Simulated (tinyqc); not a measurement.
Temperature and isotope dependence of a band gap in oscillator models: one step. The gap at T. Three cases, with inputs chosen for the exercise.

Task: Give the occupations, the two terms, the gap, ZP and the static gap.

E(T) = E0 - sum_i sl_i th_i n_i(T), n = 1/(exp(th/T) - 1). The same coupling lowers the gap at 0 K by the zero-point term ZP = sum_i sl_i th_i/2, so the gap of the static lattice is E0 + ZP. Thermal expansion is taken as part of the slopes.

Give: n_i; terms; E(T); ZP; static gap.

Case 1.

Values chosen (near those of GaP; shifted at random, so the results belong to these values and not to a real crystal): E0 = 2.357 eV (gap at 0 K); th = (132, 508) K (temperatures of two oscillators); sl = (0.1431, 0.3339) meV/K (their high-temperature slopes); T = 400 K (temperature).

Result:

n_i: 2.55775  0.39049

terms (meV): 48.314  66.236

E(T) = 2.2424 eV
ZP = 94.26 meV
static gap = 2.4513 eV

The thermal fall, 114.6 meV, is larger than the zero-point term, 94.3 meV; the soft oscillator supplies 42 % of the fall but 10 % of ZP. A calculation with clamped ions should be compared with the static gap.

Case 2.

Values chosen (near those of Si; shifted at random, so the results belong to these values and not to a real crystal): E0 = 1.164 eV (gap at 0 K); th = (176, 490) K (temperatures of two oscillators); sl = (0.1106, 0.2244) meV/K (their high-temperature slopes); T = 500 K (temperature).

Result:

n_i: 2.37018  0.60080

terms (meV): 46.137  66.061

E(T) = 1.0518 eV
ZP = 64.71 meV
static gap = 1.2287 eV

The thermal fall, 112.2 meV, is larger than the zero-point term, 64.7 meV; the soft oscillator supplies 41 % of the fall but 15 % of ZP. A calculation with clamped ions should be compared with the static gap.

Case 3.

Values chosen (near those of GaN; shifted at random, so the results belong to these values and not to a real crystal): E0 = 3.484 eV (gap at 0 K); th = (268, 903) K (temperatures of two oscillators); sl = (0.2292, 0.3438) meV/K (their high-temperature slopes); T = 500 K (temperature).

Result:

n_i: 1.41013  0.19662

terms (meV): 86.618  61.040

E(T) = 3.3363 eV
ZP = 185.94 meV
static gap = 3.6699 eV

The thermal fall, 147.7 meV, is smaller than the zero-point term, 185.9 meV; the soft oscillator supplies 59 % of the fall but 17 % of ZP. A calculation with clamped ions should be compared with the static gap.

Computed by tinyqc, one run a case: `OMP_NUM_THREADS=1 python tinyqc.py N N+1 out.jsonl` with N = 1881179, 1881189, 1881242; one thread of a shared Intel(R) Xeon(R) Processor @ 2.30GHz, about 0.01 s a run at most.
